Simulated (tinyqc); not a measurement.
What a faster ramp buys: rapid thermal processing of a wafer: radiative balance, ramp and cooling, pattern effects, pyrometer error and spike budget. Computed by tinyqc, a small Python program. Command: `OMP_NUM_THREADS=1 python tinyqc.py 3112518 3112519 out.jsonl rtp walk`. One thread of a shared host (Intel(R) Xeon(R) Processor @ 2.30GHz), about 0.04 s of CPU time with the checks.

The wafer is opaque and uniform through its thickness unless said otherwise; temperatures in formulas are in kelvin (C + 273.15). sigma = 5.670374419e-12 W/(cm^2 K^4).

Inputs (values chosen for the exercise, modelled on a hot silicon wafer):
```
quantity,value,unit
wafer thickness d,525,micrometre
heat capacity per volume C,2,J/(cm^3 K)
thermal conductivity k,0.22,W/(cm K)
emissivity eps of each face,0.64,-
reflectivity of the chamber walls r,0.096,-
"gas heat-transfer coefficient h, both faces together",0.97,mW/(cm^2 K)
wall temperature T_w,300,K
process temperature,862,C
starting temperature,400,C
ramp rate,21,K/s
activation energy of the process E_a,3.66,eV
```

Constants: k_B = 8.617333262e-05 eV/K.

Method:
- Effective emissivity between parallel grey plates: eps_eff = 1/(1/eps + 1/(1 - r) - 1). Loss per area q(T) = 2 eps_eff sigma (T^4 - T_w^4) + h (T - T_w).
- Absorbed power during a ramp = q(T) + C d x ramp rate; thermal time constant tau = C d/(dq/dT), dq/dT = 8 eps_eff sigma T^3 + h; natural cooling rate q/(C d); front-to-back difference under one-sided heating at the end of the ramp = (absorbed power) d/(2 k).
- Cooling with the lamps off: C d dT/dt = -q(T), integrated adaptively (relative tolerance 1e-10).
- Spike anneal: linear ramp to the peak, then lamps off. Equivalent time at the peak = int exp(-(E_a/k_B)(1/T - 1/T_peak)) dt; estimate (k_B T^2/E_a)(1/ramp rate + 1/cooling rate). The ramp part uses 4000 trapezoid steps, the cooling part 4000 steps over 4 tau.

time constant tau = 2.57773 s

holding power q = 12.0394 W/cm^2

natural cooling rate = 114.661 K/s

Against the ramp rate:
```
ramp (K/s),ramp part (s),cooling part (s),total (s),power at the peak (W/cm^2)
10,2.8835,0.27783,3.1613,13.09
25,1.1534,0.27783,1.4312,14.66
50,0.5767,0.27783,0.8545,17.29
100,0.2883,0.27783,0.5662,22.54
250,0.1153,0.27783,0.3932,38.29
500,0.0577,0.27783,0.3355,64.54
1000,0.0288,0.27783,0.3067,117.04
```

What follows from these numbers?

From 10 to 100 K/s the total falls by a factor 5.6, from 100 to 1000 K/s by 1.85: the cooling part, 0.278 s, is a floor, and the natural cooling rate here is 115 K/s.

Extremes, crossings and ranges named in words are read from the listed rows.
